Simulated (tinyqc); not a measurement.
# Undoped symmetric double-gate MOSFET, analytic potential model: effects of single changes

An undoped body of thickness ts between two equal insulators and tied gates; long channel, electrons only, n = ni exp((psi - V)/Vt) with V the quasi-Fermi potential (0 at the source, Vd at the drain), constant mobility, no quantisation. Across the body psi(x) = V - 2 Vt ln[(ts/(2 beta)) sqrt(q ni/(2 eps0 eps_r Vt)) cos(2 beta x/ts)], x from the centre. Q is the electron charge per area of the whole body.

Values chosen for this exercise; material values close to those of In0.53Ga0.47As: temperature T = 250 K; band gap Eg = 0.751 eV; relative permittivity of the semiconductor eps_r = 13.6; conduction-band density of states at T Nc = 1.59e17 cm^-3; valence-band density of states at T Nv = 5.83e18 cm^-3; relative permittivity of the gate insulator eox = 23; insulator thickness tox = 8.1 nm; body thickness ts = 12 nm; gate work function less that of the intrinsic body dphi = 0.14 V; channel mobility mu = 100 cm^2/(V s); gate length L = 0.2 um; drain voltage Vd = 0.1 V.

Constants: q = 1.602176634e-19 C, kB = 1.380649e-23 J/K, Vt = kB T/q, eps0 = 8.8541878128e-14 F/cm where lengths are in cm. Results are converted to the units shown.

Each table varies one quantity; the others keep the values above.

## Transfer curve and volume inversion

ni = sqrt(Nc Nv) exp(-Eg/(2 Vt)), Eg in volts; r = eps_r tox/(eox ts); V0 = dphi + 2 Vt ln[(2/ts) sqrt(2 eps0 eps_r Vt/(q ni))]. beta (between 0 and pi/2) solves (Vg - V0 - V)/(2 Vt) = ln(beta) - ln(cos beta) + 2 r beta tan(beta). Q = 8 eps0 eps_r Vt beta tan(beta)/ts; I = mu (1/L)(4 eps0 eps_r/ts)(2 Vt)^2 [g(beta_s) - g(beta_d)] per width, g = beta tan(beta) - beta^2/2 + r beta^2 tan^2(beta), with beta_s at V = 0 and beta_d at V = Vd. The drop is psi(surface) - psi(centre) at the source end; C = dQs/dVg, Cg = 2 eps0 eox/tox; gm = dI/dVg.

Transfer curve and volume inversion:
```
Vg (V)  Qs (nC/cm^2)  drop (mV)       C/Cg  I (uA/um)  gm/I (1/V)
0.21       1.2847e-4  1.6004e-5  1.1860e-6  1.3705e-6      46.418
0.36         0.13549   0.016876  0.0012486  0.0014467      46.377
0.51          63.518     7.4516    0.32603    0.94615      32.849
0.66          490.77     41.323    0.71860     16.163      9.8618
0.81          1085.3     66.945    0.83902     43.958      4.6266
0.96          1740.1     84.505    0.89106     75.916      2.9044
1.11          2423.5     97.486    0.91870     109.69      2.0877
1.26          3123.3     107.68    0.93552     144.44      1.6198
1.41          3833.4     116.05    0.94673     179.80      1.3191
```

What does the comparison show?

The current rises from 1.37e-6 to 180 uA/um. In the first row gm/I is 46.4 1/V, within 0.01 % of 1/Vt: with no depletion charge the whole body follows the gate, and the swing is ideal. The drop between surface and centre goes from 1.6e-5 to 116 mV and passes Vt at Vg = 0.66 V among the rows; below that the density varies across the body by less than a factor of e (volume inversion). C reaches 0.95 of Cg in the last row. For Vg = 0.51 to 1.41 V the surface density at the source passes 0.3 Nc, where Boltzmann statistics fail.

## Effect of the insulator thickness

Q = 8 eps0 eps_r Vt beta tan(beta)/ts; I = mu (1/L)(4 eps0 eps_r/ts)(2 Vt)^2 [g(beta_s) - g(beta_d)] per width, g = beta tan(beta) - beta^2/2 + r beta^2 tan^2(beta), with beta_s at V = 0 and beta_d at V = Vd.  I(low) is taken at Vg = 0.26 V, Qs and I(high) at Vg = 1.01 V.

The same in every row: V0 (V) = 0.5140.

Effect of the insulator thickness:
```
tox (nm)  I(low) (nA/um)  Qs(high) (nC/cm^2)  I(high) (uA/um)
2.7              0.01396                5261            229.8
3.9              0.01396                3789            166.3
5.6              0.01396                2740            120.8
8.1              0.01396                1966            87.03
12               0.01396                1378            61.25
17               0.01396                1004            44.78
24               0.01396               732.9            32.79
```

What does the table show?

As tox goes from 2.7 to 24 nm, I(low) stays near 0.0140 nA/um and I(high) falls from 230 to 32.8 uA/um. On average I(low) is independent of tox and I(high) goes as tox^(-0.89). Below threshold no voltage drops over the insulator in this long-channel model, so its thickness does not matter there. In every row the surface density at the source at the higher gate voltage passes 0.3 Nc, where Boltzmann statistics fail.

Computed by the program tinyqc: `OMP_NUM_THREADS=1 python tinyqc.py 2440038 2440039 out.jsonl`, one thread of a shared Intel Xeon 2.30GHz, about 0.01 s for the whole run.
